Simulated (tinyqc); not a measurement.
# Ballistic Schottky-barrier transistor with a one-dimensional channel, WKB contacts, step by step

Numbers from tinyqc (`OMP_NUM_THREADS=1 python tinyqc.py 2390001 2390002 out.jsonl`; about 0.07 s on one thread of a shared Intel Xeon 2.30GHz). Printed values are rounded.

Source Fermi level 0, drain Fermi level -Vd. Far from the contacts Ec = pn - psi, and the gate moves psi one to one; the band edges relax as exp(-x/lam) from pn at the source and pn - Vd at the drain; Ev = Ec - Eg. A carrier of energy w inside the channel band meets at a contact a barrier of height D (the contact edge beyond the channel edge): T = 1 for w >= D, else exp(-S), S = 4 lam sqrt(m/C) [sqrt(D - w) - sqrt(w) arctan sqrt((D - w)/w)], C = hbar^2/(2 m0). The two contacts combine as Ts Td/(Ts + Td - Ts Td).

Parameters, values chosen for the exercise; channel values close to those of a carbon nanotube:
- T = 300 K (temperature)
- Eg = 0.873 eV (band gap)
- pn = 0.49 eV (barrier for electrons at both contacts)
- mn = 0.059 m0 (electron mass)
- mp = 0.059 m0 (hole mass)
- g = 2 (valleys or subbands)
- lam = 2.8 nm (screening length at the contacts)
- Vd = 0.5 V (drain bias)
- ps = 0.23 V (band shift psi of the channel by the gate)
- w0 = 0.099 eV (energy of one carrier inside the channel band)
- wm = 0.45 eV (upper end of the grid)
- nE = 13 (points of the grid)

Constants: q = 1.602176634e-19 C, kB = 1.380649e-23 J/K, hbar = 1.054571817e-34 J s, h = 6.62607015e-34 J s, m0 = 9.1093837015e-31 kg, Vt = kB T/q, hbar^2/(2 m0) = 0.0380998212 eV nm^2. Results are converted to the units shown.

Range of the model: No scattering, image-force lowering, channel charge or band-to-band tunnelling; parabolic kappa overstates S deep in the gap.

## Band edges and barriers

Electrons: Ds = psi, Dd = psi - Vd, Es = Ec, Ed = Ec + Vd. Holes: Ds = -psi, Dd = Vd - psi, Es = -Ev, Ed = -Ev - Vd. The size of each current is taken; both flow from drain to source and add.

Ec = 0.26 eV
Ev = -0.613 eV
D for electrons (eV): source 0.230000, drain -0.270000
D for holes (eV): source -0.230000, drain 0.270000

A negative D is no barrier. Here the holes carry the larger current.

## Transmission of one of the holes

S and T at both contacts for w = w0, and the tunnelling distance lam ln(D/w) at the higher barrier.

S at the source = 0
S at the drain = 1.72734
combined T = 0.177756
tunnelling distance = 2.80925 nm

## Current of the holes on a coarse grid

I = g (2 q^2/h) int T(w) [f(Es + w) - f(Ed + w)] dw, f(y) = 1/(1 + exp(y/Vt)). Electrons: Ds = psi, Dd = psi - Vd, Es = Ec, Ed = Ec + Vd. Holes: Ds = -psi, Dd = Vd - psi, Es = -Ev, Ed = -Ev - Vd. The size of each current is taken; both flow from drain to source and add. Simpson's rule on nE equally spaced w from 0 to wm.

| point | w (eV) | Ts | Td | T | size of the supply difference |
|---|---|---|---|---|---|
| 0 | 0.000000 | 1 | 7.15808e-4 | 7.15808e-4 | 0.0124804 |
| 1 | 0.037500 | 1 | 0.0298501 | 0.0298501 | 0.00295411 |
| 2 | 0.075000 | 1 | 0.102505 | 0.102505 | 6.94125e-4 |
| 3 | 0.112500 | 1 | 0.230314 | 0.230314 | 1.62816e-4 |
| 4 | 0.150000 | 1 | 0.411051 | 0.411051 | 3.81749e-5 |
| 5 | 0.187500 | 1 | 0.625903 | 0.625903 | 8.94990e-6 |
| 6 | 0.225000 | 1 | 0.838300 | 0.838300 | 2.09821e-6 |
| 7 | 0.262500 | 1 | 0.988761 | 0.988761 | 4.91901e-7 |
| 8 | 0.300000 | 1 | 1 | 1 | 1.15320e-7 |
| 9 | 0.337500 | 1 | 1 | 1 | 2.70354e-8 |
| 10 | 0.375000 | 1 | 1 | 1 | 6.33813e-9 |
| 11 | 0.412500 | 1 | 1 | 1 | 1.48590e-9 |
| 12 | 0.450000 | 1 | 1 | 1 | 3.48350e-10 |

current = 0.00138219 uA

A converged quadrature gives 0.001393 uA; this grid is 0.75 % below that. 0.106 % of it passes over both barriers, the rest tunnels. The other carrier adds 7.57e-6 uA.
